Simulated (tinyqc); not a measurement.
The 3-omega method: a line heater on a substrate with a thin film: one step, computed by the program tinyqc. Command: `OMP_NUM_THREADS=1 python tinyqc.py 3015464 3015465 out.jsonl threeomega walk`. One thread of a shared host (Intel(R) Xeon(R) Processor @ 2.30GHz), about 0.01 s of CPU time with the checks.

A current at angular frequency omega = 2 pi f heats the line at 2 omega with the amplitude P per length; the temperature swing Delta T at 2 omega gives a voltage at 3 omega. The substrate is taken as semi-infinite and isotropic, and the heat capacity of heater and film is left out.

Problem. Penetration depth. D = kappa/C; q = sqrt(2 i omega/D); penetration depth 1/|q| = sqrt(D/(2 omega)).

Inputs (values chosen for the exercise, modelled on polycrystalline aluminium nitride on gallium arsenide):
```
quantity                      value           unit
substrate conductivity kappa   43.8        W/(m K)
substrate heat capacity C      1.76  1e6 J/(m^3 K)
heater half-width b              16     micrometre
current frequency f            3500             Hz
substrate thickness d_s         300     micrometre
```

Give: diffusivity D; penetration depth; |q| b; penetration depth / d_s.

Solution.

diffusivity D = 24.886 mm^2/s

penetration depth = 23.787 micrometre

|q| b = 0.67263

penetration depth / d_s = 0.079290
